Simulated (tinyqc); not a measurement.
Gas flow in a process chamber: flow regimes, conductance, effective pumping speed, pump-down, outgassing and purge: one step, computed by the program tinyqc.

Ideal gas, isothermal flow, a pump of constant speed at the end of a round pipe; process gas, volume gas and outgassing are given the same properties. 1 sccm = 101325 Pa x 1e-6 m^3/60 s x T/273.15 K.

Task: Purging a well-mixed chamber. With steady flow a contaminant decays as exp(-t/residence time); gas used = flow x time.

Inputs (values chosen for the exercise, modelled on hydrogen near room temperature): temperature T = 293 K; process gas flow = 140 sccm.

residence time = 0.04169929 s

Give: time to dilute 1e3 times; time to dilute 1e6 times; gas used for 1e6.

Result:

time to dilute 1e3 times = 0.2880 s

time to dilute 1e6 times = 0.5761 s

gas used for 1e6 = 1.344 standard cm^3
